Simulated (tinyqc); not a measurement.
Inside a calculation. Model: ESD clamp with bipolar snapback, compact model and design window.

Computed by the program tinyqc: `OMP_NUM_THREADS=1 python tinyqc.py 2670144 2670145 out.jsonl`, one thread of a shared Intel Xeon 2.30GHz, about 0.02 s for the whole run. Printed values are rounded.

The drain junction multiplies the current that enters it: Igen = (M - 1)(Ic + I0), M = 1/(1 - (Vj/BV)^n). The generated holes leave through the substrate resistance and the base of the parasitic npn: Igen = Vb/Rb + Ic/be, Ic = Is exp(Vb/Vt). Terminal current I = Ic + I0 + Igen and voltage V = Vj + I Ro, per width. Isothermal, constant gain.

Parameters, values chosen for the exercise; values close to those of grounded-gate n-channel clamps:
```
symbol    value    unit                               meaning
T           300       K                           temperature
BV          7.4       V            junction breakdown voltage
n           3.9                exponent of the multiplication
be           10             current gain of the parasitic npn
Is      2.6e-17    A/um                    saturation current
I0      8.3e-11    A/um                      junction leakage
Rb        97000  ohm um                  substrate resistance
Ro          370  ohm um  drain ballast and contact resistance
It2         5.2   mA/um            failure current for 100 ns
Wf           30      um                          finger width
Nf            6                             number of fingers
Lv            2      kV                human-body-model level
Vox           7       V    oxide breakdown voltage for 100 ns
Vdd         1.8       V                        supply voltage
```

Constants: q = 1.602176634e-19 C, kB = 1.380649e-23 J/K, Vt = kB T/q. Results are converted to the units shown.

## The snapback curve

Vb, point 0 to 8 (V): 0.05  0.3  0.355  0.415  0.465  0.62  0.764  0.784  0.814

For given Vb: Ic, Igen, M = 1 + Igen/(Ic + I0), Vj = BV (1 - 1/M)^(1/n), I and V.

```
point   Ic (uA/um)        M   Vj (V)  I (uA/um)    V (V)
0      1.79861e-10  6211.40  7.39969   0.515547  7.39989
1       2.84939e-6  36026.7  7.39995    3.09287  7.40109
2       2.39172e-5  34231.2  7.39994    3.65990  7.40130
3       2.43594e-4  13101.0  7.39986    4.27870  7.40144
4       0.00168511  2712.35  7.39930    4.79575  7.40107
5         0.676885  10.5417  7.21328    7.13641  7.21592
6          177.668  1.14433  4.35181    203.311  4.42704
7          385.118  1.12099  4.18137    431.712  4.34110
8          1229.06  1.10683  4.06325    1360.35  4.56658
```

V peaks at Vt1 = 7.401 V and falls to Vh = 4.341 V: once the npn supplies current, a small M feeds the base. At high current M tends to 1 + 1/be and Vj to BV (1 + be)^(-1/n) = 4.001 V.

## Iteration 1: base voltage at the failure current

Vb at the start = 0.72 V

I(Vb) = Ic (1 + 1/be) + I0 + Vb/Rb, I' = Ic (1 + 1/be)/Vt + 1/Rb; Newton steps on ln I: Vb(new) = Vb - ln(I/It2) I/I'. V follows from the introduction.

I = 0.04305423 mA/um
V = 5.189623 V
I' = 1.388596 mS/um
Vb after iteration 1 = 0.8686393 V

## Iteration 2: base voltage at the failure current

As before.

I = 11.19984 mA/um
V = 8.153485 V
I' = 432.8932 mS/um
Vb after iteration 2 = 0.8487892 V

## Course of the iteration: base voltage at the failure current

Stop when Vb changes by less than 1e-10 V, or after 20 iterations. Vb must stay between 0 and 8 V.

Course of the iteration:
```
iteration     Vb (V)  |change| (V)
1          0.8686393         0.149
2          0.8487892        0.0199
3          0.8487818       7.46e-6
4          0.8487818      1.70e-12
```

Converged in 4 iterations. At the end the number of correct digits about doubles with each step.

## Design window and human-body level

Vt1 = 7.401438 V
Vh = 4.341079 V
Vt2 = 5.942521 V

Human-body model: 100 pF through 1500 ohm, peak current about (level - Vt2)/1500 ohm, decay time 150 ns. All fingers turn on before the first fails if Vt2 > Vt1; then the clamp carries Nf Wf It2, otherwise in the worst case Wf It2. Margins: Vh - 1.1 Vdd against latching in operation, Vox - max(Vt1, Vt2) for the protected oxide.

peak current = 1.329372 A
current the clamp carries = 0.156 A
level it withstands = 0.2399425 kV
holding margin = 2.361079 V
oxide margin = -0.4014383 V

Uniform turn-on is not assured; the clamp fails the level. The oxide margin is negative.
